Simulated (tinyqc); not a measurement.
Born-von Karman spring model of a cubic crystal with one atom per cell: one step, computed by the program tinyqc.

First neighbours lie at a/2 (1,1,1) (8 of them), second at a (1,0,0) (6), with all permutations and signs; the volume per atom is Omega = a^3/2.

Question. Elastic constants from long waves. [ij,kl] = (1/(2 Omega)) sum_R K_ij R_k R_l; C11 = [xx,xx], C44 = [xx,yy], C12 = 2 [xy,xy] - C44; B = (C11 + 2 C12)/3; Zener ratio A = 2 C44/(C11 - C12). K(R) = kL n n^T + kT (1 - n n^T).

Inputs (values chosen for the exercise, for a model crystal):

| quantity | value | unit |
|---|---|---|
| lattice constant a | 3.64 | angstrom |
| radial spring k1L | 0.4 | eV/angstrom^2 |
| transverse spring k1T | 0.021 | eV/angstrom^2 |
| radial spring k2L | 0.34 | eV/angstrom^2 |
| transverse spring k2T | -0.0049 | eV/angstrom^2 |

Lattice: bcc.

Constants: 1 eV/angstrom^3 = 160.2176634 GPa.

Give: C11; C12; C44; bulk modulus B; Zener ratio A.

Answer.

C11 = 42.901 GPa

C12 = 9.7040 GPa

C44 = 12.539 GPa

bulk modulus B = 20.770 GPa

Zener ratio A = 0.75541

C12 - C44 = -2.83 GPa: the Cauchy relation fails because sum_R kT R^2 is not zero; a positive sum gives a negative Cauchy pressure.
